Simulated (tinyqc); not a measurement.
Weibull analysis of times to dielectric breakdown, with area scaling: two steps of the calculation.

Breakdown times follow F(t) = 1 - exp(-(t/t63)^beta). The 11 times below were drawn at random from beta = 3.3, t63 = 180 s and are treated as data; all samples failed.

Question 1. Median ranks and the Weibull scale. F_i = (i - 0.3)/(n + 0.4) for the sorted times, W_i = ln(-ln(1 - F_i)).

t, i 1 to 11 (s): 109  117  125  132  139  148  167  174  197  199  246

Give: F; W; ln t.

Answer 1.

```
i        F       W   ln t
1   0.0614  -2.759  4.691
2   0.1491  -1.823  4.762
3   0.2368  -1.308  4.828
4   0.3246  -0.935  4.883
5   0.4123  -0.632  4.934
6   0.5000  -0.367  4.997
7   0.5877  -0.121  5.118
8   0.6754   0.118  5.159
9   0.7632   0.365  5.283
10  0.8509   0.643  5.293
11  0.9386   1.026  5.505
```

Question 2. Likelihood estimate of beta. Maximum likelihood: a(beta) = 1/beta with a = sum t^beta ln t/sum t^beta - mean ln t. Averaged step: beta(new) = [beta + 1/a(beta)]/2.

t, i 1 to 11 (s): 109  117  125  132  139  148  167  174  197  199  246
beta at the start = 4.2

Find: beta after iteration 1.

Answer 2.

beta after iteration 1 = 4.1641

Computed by the program tinyqc: `OMP_NUM_THREADS=1 python tinyqc.py 2070057 2070058 out.jsonl`, one thread of a shared Intel Xeon 2.30GHz, about 0.01 s for the whole run.
